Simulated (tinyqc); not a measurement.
# Counting rate against photon rate

True rate n = nph PDP (dark counts neglected); measured n/(1 + n td) for a non-paralysable detector, n exp(-n td) for a paralysable one.

Parameters, values chosen for the exercise: dead time td = 20 ns.

PDP = 0.218

Counting rate against photon rate:

| nph (1/s) | n td | non-paralysable (1/s) | paralysable (1/s) |
|---|---|---|---|
| 2.3e6 | 0.010028 | 4.9642e5 | 4.9640e5 |
| 5.3e6 | 0.023108 | 1.1293e6 | 1.1290e6 |
| 1.2e7 | 0.052320 | 2.4859e6 | 2.4826e6 |
| 2.8e7 | 0.12208 | 5.4399e6 | 5.4025e6 |
| 6.5e7 | 0.28340 | 1.1041e7 | 1.0673e7 |
| 1.5e8 | 0.65400 | 1.9770e7 | 1.7003e7 |
| 3.5e8 | 1.5260 | 3.0206e7 | 1.6588e7 |
| 8e8 | 3.4880 | 3.8859e7 | 5.3300e6 |
| 1.8e9 | 7.8480 | 4.4349e7 | 1.5324e5 |

The non-paralysable rate climbs towards 1/td = 5.00e7 1/s and reaches 0.887 of it. The paralysable rate goes from 4.96e5 through a maximum of 1.70e7 (at nph = 1.5e8 1/s among the rows listed) to 1.53e5 1/s; its true maximum, 1/(e td) = 1.84e7 1/s, lies at n td = 1, so a measured rate below that has two possible causes.

Program tinyqc, `OMP_NUM_THREADS=1 python tinyqc.py 2630055 2630056 out.jsonl`; Intel Xeon 2.30GHz, shared host, one thread, about 0.01 s.
